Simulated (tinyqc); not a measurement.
Interface traps by the conductance method, a continuum of levels: one step of the calculation.

MOS capacitor on an n-type substrate; psi is the band bending, negative in depletion; only majority carriers are counted. The traps exchange electrons with the conduction band; their admittance lies in parallel with Cd, and that pair in series with Cox and Rs. w = 2 pi f.

Task. Extraction from the readings. Ignoring Rs: Gp/w = w Cox^2 Gm/[Gm^2 + w^2 (Cox - Cm)^2].

Cox = 363.48771 nF/cm^2
Cm = 173.32397 nF/cm^2
Gm/w = 30.717087 nF/cm^2

Find: extracted Gp/w.

Result.

extracted Gp/w = 109.4 nF/cm^2

The uncorrected series resistance makes this 3.9 % above the true Gp/w.

Range of the model: In a narrow-gap semiconductor minority carriers respond as well once the bending nears the inversion point; they are left out.

Numbers from tinyqc (`OMP_NUM_THREADS=1 python tinyqc.py 2030031 2030032 out.jsonl`; about 0.01 s on one thread of a shared Intel Xeon 2.30GHz).
